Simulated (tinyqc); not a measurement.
From results back to parameters: sp3s* tight binding. Two cases, with inputs chosen for the exercise.

Problem. Without spin-orbit coupling the s levels at Gamma are the roots of [[Esa, Vss], [Vss, Esc]], the p levels those of [[Epa, Vxx], [Vxx, Epc]], and the doubly degenerate valence level at X is the lower root of [[Epa, Vxy], [Vxy, Epc]]. The atomic differences are given; the levels below come from hidden parameters.

Find: Esa, Esc, Epa, Epc; |Vss|, |Vxx|, |Vxy|.

Method. The mean of a pair of roots is the mean of the two levels, which with the given difference fixes both; half the splitting, squared, less a quarter of the squared difference is V^2. At X the lower root lies sqrt((dEp/2)^2 + Vxy^2) below the mean p level.

Case 1.

Values chosen (out of a larger set: near a published set for AlAs, fitted to gaps, whose masses and valley positions are rough; not measured data): dEs = 6.394 eV (Esc - Esa); dEp = 2.611 eV (Epc - Epa).

s levels at Gamma (eV): -11.76160  3.03160

p levels at Gamma (eV): -0.00419  4.59319

valence level X5 = -2.20218 eV

Solution.

Esa, Esc, Epa, Epc (eV): -7.562  -1.168  0.989  3.600

|Vss|, |Vxx|, |Vxy| (eV): 6.670  1.892  4.303

Case 2.

Values chosen (out of a larger set: near a published set for GaAs, fitted to gaps, whose masses and valley positions are rough; not measured data): dEs = 5.659 eV (Esc - Esa); dEp = 2.626 eV (Epc - Epa).

s levels at Gamma (eV): -12.53417  1.54517

p levels at Gamma (eV): -0.00548  4.70948

valence level X5 = -2.90268 eV

Solution.

Esa, Esc, Epa, Epc (eV): -8.324  -2.665  1.039  3.665

|Vss|, |Vxx|, |Vxy| (eV): 6.446  1.958  5.088

Computed by tinyqc, one run a case: `OMP_NUM_THREADS=1 python tinyqc.py N N+1 out.jsonl` with N = 1451697, 1451781; one thread of a shared Intel(R) Xeon(R) Processor @ 2.30GHz, about 0.2 s a run at most.
